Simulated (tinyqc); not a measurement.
Gate work function from the charge.

Question. For an undoped double gate, Q = 8 eps0 eps_r Vt beta tan(beta)/ts with 0 < beta < pi/2, and at the source (Vg - dphi)/(2 Vt) - ln[(2/ts) sqrt(2 eps0 eps_r Vt/(q ni))] = ln(beta) - ln(cos beta) + 2 r beta tan(beta), r = eps_r tox/(eox ts). Find beta and dphi.

Values chosen for this exercise; material values close to those of In0.53Ga0.47As: temperature T = 325 K; relative permittivity of the semiconductor eps_r = 13.8; relative permittivity of the gate insulator eox = 9.4; insulator thickness tox = 4.2 nm; body thickness ts = 8 nm; gate voltage Vg = 0.63 V.

Constants: q = 1.602176634e-19 C, kB = 1.380649e-23 J/K, Vt = kB T/q, eps0 = 8.8541878128e-14 F/cm where lengths are in cm. Results are converted to the units shown.

Qs = 676.55776 nC/cm^2
ni = 2.0824469e12 cm^-3

Answer. beta tan(beta) rises from 0 without bound on the interval, so the charge fixes beta; the second relation is then explicit in dphi. At this charge the surface density passes 0.3 Nc, so the classical Boltzmann model is only formal.

beta = 1.073
dphi = 0.02000 V

Program tinyqc, `OMP_NUM_THREADS=1 python tinyqc.py 2440007 2440008 out.jsonl`; Intel Xeon 2.30GHz, shared host, one thread, about 0.01 s.
